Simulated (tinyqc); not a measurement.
# Electroplating on a thin resistive seed layer: kinetics, Wagner number and the terminal effect across a wafer, step by step

A worked calculation. Computed by tinyqc, a small Python program that keeps every step. Command: `OMP_NUM_THREADS=1 python tinyqc.py 3120163 3120164 out.jsonl terminal walk`. One thread of a shared host (Intel(R) Xeon(R) Processor @ 2.30GHz), about 0.02 s of CPU time with the checks. Intermediate numbers are printed to about 7 digits and carried at full precision; extremes and crossings named in words are read from the listed rows.

Current enters the seed at the rim. The bath is treated as a local resistance per area (no lateral flow in the liquid), two electrons per ion, molar volume 7.11 cm^3/mol, Faraday constant F = e N_A, kinematic viscosity 0.01 cm^2/s, omega = 2 pi x rpm/60; k_B T/e is in volts.

Inputs (values chosen for the exercise, of the order of those for copper plating from an acid sulfate bath):

| quantity | value | unit |
|---|---|---|
| wafer radius R | 7.5 | cm |
| seed thickness t | 11 | nm |
| seed resistivity | 17 | microohm cm |
| bath conductivity kappa | 0.24 | S/cm |
| gap to the anode h | 1.8 | cm |
| extra resistance of a porous plate | 85 | ohm cm^2 |
| exchange current density i_0 | 0.46 | mA/cm^2 |
| cathodic transfer coefficient alpha | 0.74 | - |
| mean current density | 2.3 | mA/cm^2 |
| diffusivity of the metal ion | 5.1e-06 | cm^2/s |
| metal ion concentration | 0.36 | mol/L |
| rotation rate | 30 | rpm |
| temperature T | 298 | K |

Constants: e = 1.602176634e-19 C; N_A = 6.02214076e+23 1/mol; k_B = 8.617333262e-05 eV/K.

## Rate, limit and resistances

Growth rate = i V_m/(2 F). Levich limit i_L = 0.62 x 2 F D^(2/3) omega^(1/2) nu^(-1/6) c. Tafel overpotential eta = (k_B T/(alpha e)) ln(i/i_0); kinetic resistance k_B T/(alpha e i); bath resistance h/kappa + plate; R_s = resistivity/t; Wagner number = kinetic resistance x kappa/R.

growth rate = 50.84607 nm/min

limiting current i_L = 48.73121 mA/cm^2

overpotential = 55.85109 mV

kinetic resistance = 15.08793 ohm cm^2

bath resistance R_b = 92.5 ohm cm^2

sheet resistance R_s = 15.45455 ohm/square

Wagner number = 0.4828137

## Linear estimate of the terminal effect

Linearised: with R_t = kinetic + bath resistance the current density obeys (1/r)(r i')' = i R_s/R_t, so i = A I_0(r/l), l = sqrt(R_t/R_s); with x = R/l, edge/centre = I_0(x) and edge/mean = x I_0(x)/(2 I_1(x)). Voltage drop in the seed for a uniform current: i R_s R^2/4.

length l = 2.638479 cm

x = R/l = 2.842547

edge over centre, linear = 4.300477

edge over mean, linear = 1.781858

drop for uniform current = 499.8580 mV

## Current distribution

Full model: seed potential phi(r) with (1/r)(r phi')' = R_s i, where i solves phi = R_b i + (k_B T/(alpha e)) ln(i/i_0) (phi being the driving voltage left at r); phi'(0) = 0 and phi'(R) = R_s i_mean R/2. Solved by collocation to a tolerance of 1e-7.

Across the wafer:

| r/R | i (mA/cm^2) | i/mean | i/mean, linear |
|---|---|---|---|
| 0.00 | 0.996816 | 0.433398 | 0.414340 |
| 0.20 | 1.066696 | 0.463781 | 0.448501 |
| 0.40 | 1.299016 | 0.564790 | 0.559472 |
| 0.60 | 1.768742 | 0.769018 | 0.775062 |
| 0.75 | 2.363151 | 1.027457 | 1.037014 |
| 0.90 | 3.277890 | 1.425170 | 1.425531 |
| 1.00 | 4.142054 | 1.800893 | 1.781858 |

edge over centre, full model = 4.155284

The full model gives 4.16 against 4.30 from the linear form.

## As the film thickens, and with more bath resistance

The film is taken as uniform, with the seed resistivity; the last column adds 100 ohm cm^2 to R_b. Extra power of that plate = i^2 x 100 ohm cm^2 x area.

Edge over centre:

| thickness (nm) | R_s (ohm/square) | as given | with 100 ohm cm^2 more |
|---|---|---|---|
| 11.0 | 15.45455 | 4.155284 | 2.345141 |
| 16.5 | 10.30303 | 2.834770 | 1.826828 |
| 22.0 | 7.72727 | 2.279727 | 1.594939 |
| 33.0 | 5.15152 | 1.791030 | 1.380295 |
| 55.0 | 3.09091 | 1.445741 | 1.220533 |
| 110.0 | 1.54545 | 1.212319 | 1.107456 |
| 220.0 | 0.77273 | 1.103566 | 1.053034 |

extra power = 0.09348202 W

The ratio falls below 1.1 in none of these rows as given, and from 220 nm on with the added resistance: what counts is R_s R^2 against the sum of kinetic and bath resistance.

Checks made by the program: mean of the distribution (relative difference 2e-07).
